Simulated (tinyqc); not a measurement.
From results back to parameters: valence-band offset from core levels. Three cases, with inputs chosen for the exercise.

Problem. At an interface of A and B the binding energy of the core level of B exceeds that of A by dCL. Binding energy of a core level = (EF - Ev) + CL, with one Fermi level for both sides. Find dEv = Ev(A) - Ev(B) and dEc = Eg2 - Eg1 - dEv with the corrected (second) gaps.

Find: dEv; dEc.

Method. dCL = (EF - Ev(B)) + CL_B - (EF - Ev(A)) - CL_A = dEv + CL_B - CL_A; the Fermi level drops out.

Case 1.

Values chosen (out of a larger set: gaps near those of InAs and GaSb; not measured data): CL = (32.23, 53.73) eV (depth of a core level below the valence top in bulk A and bulk B); Eg1 = (0.05, 0.41) eV (gap of A: semi-local value, corrected value); Eg2 = (0.1, 0.77) eV (gap of B: semi-local value, corrected value).

dCL = 20.7912 eV

Solution.

dEv = -0.71 eV
dEc = 1.07 eV

Case 2.

Values chosen (out of a larger set: gaps near those of GaAs and Ge; not measured data): CL = (73.07, 67.16) eV (depth of a core level below the valence top in bulk A and bulk B); Eg1 = (0.48, 1.48) eV (gap of A: semi-local value, corrected value); Eg2 = (0.1, 0.74) eV (gap of B: semi-local value, corrected value).

dCL = -6.5584 eV

Solution.

dEv = -0.65 eV
dEc = -0.09 eV

Case 3.

Values chosen (out of a larger set: gaps near those of Si and GaP; not measured data): CL = (29.11, 37.77) eV (depth of a core level below the valence top in bulk A and bulk B); Eg1 = (0.59, 1.14) eV (gap of A: semi-local value, corrected value); Eg2 = (1.61, 2.3) eV (gap of B: semi-local value, corrected value).

dCL = 9.3717 eV

Solution.

dEv = 0.71 eV
dEc = 0.45 eV

Computed by tinyqc, one run a case: `OMP_NUM_THREADS=1 python tinyqc.py N N+1 out.jsonl` with N = 1880269, 1880272, 1880275; one thread of a shared Intel(R) Xeon(R) Processor @ 2.30GHz, about 0.01 s a run at most.
